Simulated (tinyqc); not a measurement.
From results back to parameters: linear model of a band gap against the share of exact exchange. Three cases, with inputs chosen for the exercise.

Problem. Gap and optical dielectric constant were computed at two shares alpha. They follow E = E0 + S alpha and eps = 1 + (e0 - 1)(EP/(EP + S alpha))^2.

Case 1.

Values chosen (out of a larger set: of the order of those of SiC; not measured data): al12 = (0.1, 0.3) (two shares of exact exchange).

gaps (eV): 2.83700  4.11100

eps: 6.603135  5.919011

Case 2.

Values chosen (out of a larger set: of the order of those of GaAs; not measured data): al12 = (0.15, 0.25) (two shares of exact exchange).

gaps (eV): 1.32850  1.86750

eps: 9.949852  9.173240

Case 3.

Values chosen (out of a larger set: of the order of those of InP; not measured data): al12 = (0.15, 0.35) (two shares of exact exchange).

gaps (eV): 1.56050  2.73450

eps: 9.137927  7.687097

Find: S; E0; EP; e0.

Solution. The two gaps give S and E0. With q = sqrt((eps1 - 1)/(eps2 - 1)) = (EP + S alpha2)/(EP + S alpha1), EP = S (alpha2 - q alpha1)/(q - 1); e0 follows from either eps.

Case 1.

S = 6.37 eV
E0 = 2.20 eV
EP = 18.3 eV
e0 = 7.00

Case 2.

S = 5.39 eV
E0 = 0.52 eV
EP = 10.8 eV
e0 = 11.34

Case 3.

S = 5.87 eV
E0 = 0.68 eV
EP = 10.5 eV
e0 = 10.56

Computed by tinyqc, one run a case: `OMP_NUM_THREADS=1 python tinyqc.py N N+1 out.jsonl` with N = 1850229, 1850249, 1850289; one thread of a shared Intel(R) Xeon(R) Processor @ 2.30GHz, about 0.01 s a run at most.
